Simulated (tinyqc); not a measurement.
## Thermal resistances of a two-die stack

Problem. Heat leaves through the lower die only, and the system is linear. Find the resistance R1 from the lower die to the coolant, R2 between the dies, and the rise of the upper die when both are powered.

Values chosen for this exercise:

| symbol | value | unit | meaning |
|---|---|---|---|
| P1 | 16 | W | power of the lower die |
| P2 | 14 | W | power of the upper die |

rises of the lower and upper die with only the lower one powered (K): 10.4  10.4
rises of the lower and upper die with only the upper one powered (K): 9.1  15.54

Solution. With only the lower die powered no heat crosses R2, so both dies rise by P1 R1; the difference in the second test is P2 R2; rises add.

R1 = 0.650 K/W
R2 = 0.460 K/W
rise of the upper die = 25.9 K

Program tinyqc, `OMP_NUM_THREADS=1 python tinyqc.py 2162238 2162239 out.jsonl`; Intel Xeon 2.30GHz, shared host, one thread, about 0.04 s.
